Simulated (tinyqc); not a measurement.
Strain, valley repopulation and piezoresistance in a many-valley conduction band: one step, computed by the program tinyqc. Command: `OMP_NUM_THREADS=1 python tinyqc.py 3008747 3008748 out.jsonl valleys walk`. One thread of a shared host (Intel(R) Xeon(R) Processor @ 2.30GHz), about 0.02 s of CPU time with the checks.

Valleys are ellipsoids with mass m_l along the axis a and m_t across it, parabolic, with one constant relaxation time; strain shifts the valleys and leaves the masses alone. Currents are taken along [111], along the load, and along [1-10], across the load.

Question. Mobility tensor and resistance change. Mobility tensor mu = e tau sum_v (n_v/n) [1/m_t + (1/m_l - 1/m_t) a a^T]; unstrained mu_0 = e tau (1/m_l + 2/m_t)/3; resistivity along d from the inverse tensor, rho_d = d.mu^-1.d/(n e), mobility along d = 1/(d.mu^-1.d); gauge pi_d = (rho_d/rho_0 - 1)/X.

Inputs (values chosen for the exercise, modelled on germanium):
```
quantity                value  unit
longitudinal mass m_l    1.63   m_0
transverse mass m_t    0.0843   m_0
relaxation time tau       200    fs
temperature T             300     K
```

Valley axes: <111> (4 valleys). Load: uniaxial [111].

share of the electrons: [111] 0.0400710, [-111] 0.3199763, [1-11] 0.3199763, [11-1] 0.3199763

Constants: e = 1.602176634e-19 C; m_0 = 9.1093837015e-31 kg.

Give: mobility tensor; unstrained mobility mu_0; mobility along the first direction; mobility along the second direction; resistance change along the first direction; resistance change along the second direction.

Answer.

mobility tensor (cm^2/(V s)):
```
        x       y       z
x  2853.8   369.2   369.2
y   369.2  2853.8   369.2
z   369.2   369.2  2853.8
```

unstrained mobility mu_0 = 2853.8 cm^2/(V s)

mobility along the first direction = 3592.2 cm^2/(V s)

mobility along the second direction = 2484.6 cm^2/(V s)

resistance change along the first direction = -20.555 %

resistance change along the second direction = 14.859 %

The mobility lies between e tau/m_l = 216 and e tau/m_t = 4170; the trace stays at 3 mu_0. Along the first direction the filled valleys present more of their light mass.
